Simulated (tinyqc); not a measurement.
Changing the grain size d: grain-boundary diffusion: Harrison regimes, Fisher and Le Claire analysis, Hart average. Computed by tinyqc, a small Python program. Command: `OMP_NUM_THREADS=1 python tinyqc.py 3031669 3031670 out.jsonl gbdiff sweep`. One thread of a shared host (Intel(R) Xeon(R) Processor @ 2.30GHz), about 0.01 s of CPU time with the checks.

A boundary is a slab of width delta with diffusivity D_b, normal to a surface held at constant concentration; it leaks into grains of diffusivity D.

Inputs (values chosen for the exercise, for a model polycrystal):
```
quantity                          value   unit
lattice prefactor D0            5.1e-05  m^2/s
lattice activation energy E         2.1     eV
boundary prefactor D0b          3.2e-06  m^2/s
boundary activation energy E_b     1.12     eV
boundary width delta               0.43     nm
segregation factor s                  1      -
temperature T                       649      K
time t                            93000      s
```

Constants: k_B = 8.617333262e-05 eV/K.

Method:
- D = D0 exp(-E/(k_B T)), D_b = D0b exp(-E_b/(k_B T)).
- Triple product P = s delta D_b.
- Hart average for parallel slabs: f = delta/d, D_eff = (s f D_b + (1 - f) D)/(1 - f + s f); share of the boundaries = s f D_b/(s f D_b + (1 - f) D); depth sqrt(D_eff t).

One run for each value:
```
grain size d (um)  D_eff (m^2/s)  share of the boundaries  depth sqrt(D_eff t) (um)
0.01                  2.7626e-16                  0.99999                    5.0687
0.036                 7.6740e-17                  0.99997                    2.6715
0.13                  2.1253e-17                  0.99988                    1.4059
0.48                  5.7579e-18                  0.99956                    0.7318
1.7                   1.6276e-18                  0.99846                    0.3891
6.3                   4.4101e-19                  0.99430                    0.2025
23                    1.2262e-19                  0.97951                    0.1068
83                    3.5796e-20                  0.92981                    0.0577
300                   1.1721e-20                  0.78564                    0.0330
```

What does the table show, and why?

Over the rows, D_eff (m^2/s) falls from 2.76e-16 to 1.17e-20 (exponent d ln y / d ln x -1.00 between the first rows and -0.87 between the last); share of the boundaries falls from 1.000 to 0.786; depth sqrt(D_eff t) (um) falls from 5.07 to 0.0330 (exponent d ln y / d ln x -0.50 between the first rows and -0.43 between the last). At the low end the exponent of D_eff is -1.00, close to -1: boundaries carry the flux, in proportion to their number.

Caution (all rows): outside regime A (which needs sqrt(D t) above about 3 d) the Hart average and its depth are formal: they describe a profile only in regime A or at steady state.
